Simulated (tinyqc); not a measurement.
Formation energy of a charged point defect from supercell energies: one step, computed by the program tinyqc.

The host is a compound AB. Making the defect adds n_A = 1, n_B = 0 atoms to the cell. All total energies are inputs. E_F is counted from the valence-band maximum (VBM); x = 0 is A-rich and x = 1 B-rich growth.

Question. Transition levels and the lower envelope. eps(q/q') = [E_f(q', 0) - E_f(q, 0)]/(q - q'). U of state q is eps(q/q-1) - eps(q+1/q). The stable state at each E_F is the lowest line E_f(q, 0) + q E_F.

Inputs (values chosen for the exercise, for a model compound AB): gap E_g = 2.95 eV.

Defect: A interstitial. Supercell lattice: fcc.

E_f(q, 0) (eV): (q=0) 3.622400, (q=-1) 4.452395, (q=-2) 7.015378

Give: One-electron levels above the VBM (eV); Stable states.

Answer.

One-electron levels above the VBM (eV):
```
level    energy  U of the state between this level and the next
(0/-1)    0.830                                           1.733
(-1/-2)   2.563                                               -
```

Stable states:
```
q   from E_F (eV)  to E_F (eV)
0           0.000        0.830
-1          0.830        2.563
-2          2.563        2.950
```

Stable in the gap, from the VBM up: 0, -1, -2.
